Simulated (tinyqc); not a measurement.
## Circuit elements from the admittance matrix

Problem. Y belongs to a common-source circuit with y11 = i w (Cgs + Cgd), y12 = -i w Cgd, y21 = gm - i w Cgd, y22 = gds + i w (Cgd + Cd) and a resistance Rg in series with the gate; w = 2 pi f. Find Rg, Cgs + Cgd, Cgd, gm, gds and Cd.

Inputs (values chosen for the exercise): signal frequency f = 1 GHz.

Y with Rg (mS):
```
                          1                          2
1  0.000049402+0.046489963i  -0.000020030-0.018849535i
2  3.774336320-0.022860275i   0.566163941+0.071997837i
```

Solution. 1/Y11 = Rg + 1/(i w (Cgs + Cgd)) gives Rg; removing it from Z11 returns the inner y, whose parts are read off.

Rg = 22.9 ohm
Cgs + Cgd = 7.40 fF
Cgd = 3.00 fF
gm = 3.77 mS
gds = 0.566 mS
Cd = 8.20 fF

Program tinyqc, `OMP_NUM_THREADS=1 python tinyqc.py 2150070 2150071 out.jsonl`; Intel Xeon 2.30GHz, shared host, one thread, about 0.01 s.
